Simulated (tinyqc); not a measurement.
Worked calculation: complex band structure along [001] in sp3s* tight binding. Values are carried at full precision from step to step, so a last printed digit may differ when a step is redone from the rounded ones.

For k = (0, 0, kz) the phase sums are g0 = cos(phi) and g3 = i sin(phi), phi = kz a/4, and the s, pz, s* orbitals of anion (a) and cation (c) decouple from px, py. With z = exp(i phi), H(z) = H0 + z T + T^T/z for any complex z. H0 is diagonal (Esa, Epa, Exa, Esc, Epc, Exc). The anion-cation block is B(z) = z U + W/z and the cation-anion block z W^T + U^T/z, where U has Vss/2 (s,s), Vsapc/2 (s,z), -Vscpa/2 (z,s), Vxx/2 (z,z), Vxapc/2 (s*,z), -Vpaxc/2 (z,s*), and W has the same values with the s-z and s*-z signs reversed. |z| = 1 is a band state, |z| < 1 decays along [001] as exp(-kappa d) over a distance d, kappa = -(4/a) ln|z|. No spin-orbit coupling.

Constants: hbar^2/2m0 = 3.80998211 eV angstrom^2.

Inputs chosen for the exercise (out of a larger set: near a published set for InP, fitted to gaps, whose masses and valley positions are rough (light masses up to twice too heavy); not measured data): p = (-8.545, 0.873, -1.477, 4.041, 8.292, 7.054, -5.349, 1.885, 4.228, 2.222, 5.583, 3.474, 4.494) eV (order Esa, Epa, Esc, Epc, Exa, Exc, Vss, Vxx, Vxy, Vsapc, Vscpa, Vxapc, Vpaxc); dE = 0.88 eV (E - Ev); a = 5.871 angstrom (lattice constant).

## The layer matrices

Parameters in the order Esa, Epa, Esc, Epc, Exa, Exc, Vss, Vxx, Vxy, Vsapc, Vscpa, Vxapc, Vpaxc. Form H0 and T.

diagonal of H0 (eV): sa -8.5450, za 0.8730, s*a 8.2920, sc -1.4770, zc 4.0410, s*c 7.0540

T (eV):
```
          sa      za      s*a       sc      zc      s*c
sa    0.0000  0.0000   0.0000  -2.6745  1.1110   0.0000
za    0.0000  0.0000   0.0000  -2.7915  0.9425  -2.2470
s*a   0.0000  0.0000   0.0000   0.0000  1.7370   0.0000
sc   -2.6745  2.7915   0.0000   0.0000  0.0000   0.0000
zc   -1.1110  0.9425  -1.7370   0.0000  0.0000   0.0000
s*c   0.0000  2.2470   0.0000   0.0000  0.0000   0.0000
```

## Edges at Gamma

At z = 1 the levels follow from the blocks [[Esa, Vss], [Vss, Esc]] and [[Epa, Vxx], [Vxx, Epc]]: Ev is the lower p root, and the direct gap ends at the lower of the upper roots.

Ev = -0.0052 eV
EG (direct gap) = 1.4052 eV

## Complex wave vectors at one energy in the gap

Solve det(H0 - E + z T + T^T/z) = 0 with E = Ev + dE, as the linear problem [[0, 1], [-T^T, E - H0]] x = z [[1, 0], [0, T]] x. Roots come as z, -z, 1/z and conjugates; list those with 0 < |z| < 1 and Re z, Im z >= 0, by falling |z|. Re kz = arg(z)/(pi/2) in units of 2 pi/a, kappa = -(4/a) ln|z|.

Decaying roots:
```
Re z      Im z     |z|  Re kz (2 pi/a)  kappa (1/angstrom)
0.8680  0.0000  0.8680          0.0000              0.0965
0.0000  0.3739  0.3739          1.0000              0.6702
0.0000  0.3044  0.3044          1.0000              0.8105
```

The slowest root has kappa = 0.0965 1/angstrom at Re kz = 0.000: a purely imaginary k at Gamma. The probability falls by exp(-2 kappa d), a factor 6.88 over 1 nm.

## The px, py block

For px and py the determinant gives (E - Epa)(E - Epc) = Vxx^2 cos^2(phi) + Vxy^2 sin^2(phi). With phi = i kappa a/4 this is sinh^2(kappa a/4) = ((E - Epa)(E - Epc) - Vxx^2)/(Vxx^2 - Vxy^2), E = Ev + dE. Parameters in the order Esa, Epa, Esc, Epc, Exa, Exc, Vss, Vxx, Vxy, Vsapc, Vscpa, Vxapc, Vpaxc.

sinh^2(kappa a/4) = 0.24849
kappa of the heavy-hole branch = 0.3269 1/angstrom

This branch decays faster than the slowest root of the s-pz block (0.0965), by a factor 3.39 in kappa.

## Band-edge masses of the same block

From the real bands: m/m0 = c h^2/|E(h) - E(0)| with kz = h = 0.001 1/angstrom for level 2 (light hole) and level 3 (electron) of the 6 x 6 matrix; c = hbar^2/2m0.

masses of this model, from the curvature at Gamma (m0): m_lh 0.0942, m_e 0.1219

These are masses of the nearest-neighbour model without spin-orbit coupling, which is fitted to gaps and often gives the electron too heavy.

## Checks

- Largest distance of a level of the 6 x 6 block at kz = 0.37 (2 pi/a) from a level of the full matrix, against zero (eV): both 0.000000.
- Kappa 0.1 meV above Ev against sqrt(m_lh E/c): both 0.001573.

Program tinyqc; command `OMP_NUM_THREADS=1 python tinyqc.py 1450305 1450306 out.jsonl`; about 0.01 s on one thread of a shared Intel(R) Xeon(R) Processor @ 2.30GHz.
